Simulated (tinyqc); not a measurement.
Inside a calculation. Model: two coupled magnetic layers: synthetic antiferromagnet, spin flop, exchange bias and magnetoresistance. Computed by tinyqc, a small Python program that keeps every step. Command: `OMP_NUM_THREADS=1 python tinyqc.py 3008882 3008883 out.jsonl saf walk`. One thread of a shared host (Intel(R) Xeon(R) Processor @ 2.30GHz), about 0.3 s of CPU time with the checks. Intermediate numbers are printed to about 6 digits and carried at full precision; extremes and crossings named in words are read from the listed rows.

Moments lie in the plane at the angles p1, p2 from the field. Energy per area: E = J1 cos(p1 - p2) + J2 cos^2(p1 - p2) - B M_s (t1 cos p1 + t2 cos p2) + K (t1 sin^2 p1 + t2 sin^2 p2).

Inputs (values chosen for the exercise, for a model stack):

| quantity | value | unit |
|---|---|---|
| saturation magnetisation M_s | 911 | kA/m |
| thickness t1 | 2.9 | nm |
| thickness t2 | 1.6 | nm |
| antiferromagnetic coupling J1 | 0.097 | mJ/m^2 |
| biquadratic coupling J2 | 0.0056 | mJ/m^2 |
| in-plane anisotropy K | 6.1 | kJ/m^3 |
| field over the saturation field | 0.67 | - |
| spin polarisation P1 | 0.48 | - |
| spin polarisation P2 | 0.45 | - |
| resistance-area product, parallel | 22 | ohm micrometre^2 |
| exchange-bias energy J_ex | 0.033 | mJ/m^2 |

Field direction: along the easy axis.

## Saturation field

The parallel state is stable while the Hessian at p1 = p2 = 0 is positive: with c = J1 + 2 J2 and u = B M_s + 2K, (u t1 - c)(u t2 - c) > c^2, so B_sat M_s = c (1/t1 + 1/t2) - 2K. B_K = 2K/M_s.

exchange field c (1/t1 + 1/t2)/M_s = 115.187 mT

B_K = 13.3919 mT

saturation field B_sat = 101.795 mT

applied field B = 68.2027 mT

## Limit of the antiparallel state

With p1 = 0, p2 = 180 degrees and c2 = J1 - 2 J2 the Hessian is [[c2 + t1 (2K + b), -c2], [-c2, c2 + t2 (2K - b)]], b = B M_s; its determinant vanishes at the positive root of t1 t2 b^2 - c2 (t1 - t2) b - [2K c2 (t1 + t2) + 4 K^2 t1 t2] = 0.

stability limit B_sf of the antiparallel state = 52.9005 mT

Net moment and anisotropy together hold the collinear state up to 0.52 B_sat.

## Equilibrium at the field B

The lowest minimum of E over both angles (from five starts; of two mirror images the one with p1 >= 0, and for equal layers |p1| <= |p2|).

p1 = 27.2254 degrees

p2 = -63.6124 degrees

m/m_sat along B = 0.731073

energy = -0.194288 mJ/m^2

The moments are canted, 90.8 degrees apart.

## Tunnel magnetoresistance against a free layer along B

Julliere: TMR = 2 P1 P2/(1 - P1 P2). Conductance G(theta) = G0 (1 + P1 P2 cos theta), so RA(theta) = RA_P (1 + P1 P2)/(1 + P1 P2 cos theta); theta = p2 for the layer next to the barrier.

TMR = 55.1020 %

RA, antiparallel = 34.1224 ohm micrometre^2

RA at this field = 24.4088 ohm micrometre^2

## Pinning of a single layer

A layer t1 on an antiferromagnet is shifted by B_ex = J_ex/(M_s t1).

bias field, single layer = 12.4910 mT

## Pinning of the pair

A rigid antiparallel pair has the net moment M_s (t1 - t2), so the same J_ex holds it up to J_ex/(M_s (t1 - t2)).

bias field, rigid pair = 27.8646 mT

## Magnetisation curve

The formulas are those given above.

Equilibrium states:

| B/B_sat | B (mT) | p1 (degrees) | p2 (degrees) | m/m_sat |
|---|---|---|---|---|
| 0.02 | 2.036 | 0.0000 | -180.000 | 0.28889 |
| 0.06 | 6.108 | 0.0000 | -180.000 | 0.28889 |
| 0.12 | 12.215 | 0.0000 | -180.000 | 0.28889 |
| 0.20 | 20.359 | 0.0000 | -180.000 | 0.28889 |
| 0.30 | 30.539 | 0.0000 | -180.000 | 0.28889 |
| 0.45 | 45.808 | 0.0000 | -180.000 | 0.28889 |
| 0.60 | 61.077 | 28.2066 | -76.614 | 0.65023 |
| 0.80 | 81.436 | 22.0715 | -44.640 | 0.85021 |
| 0.95 | 96.705 | 11.1344 | -20.607 | 0.96512 |
| 1.10 | 111.975 | 0.0000 | 0.000 | 1.00000 |

The collinear state is the lowest in 6 row(s), with m/m_sat = (t1 - t2)/(t1 + t2) = 0.289; then the moments are canted and close at B_sat. The largest gap between m/m_sat and B/B_sat in the canted rows is 0.050.

Checks made by the program: the energy against a grid over both angles (relative difference 2e-07).
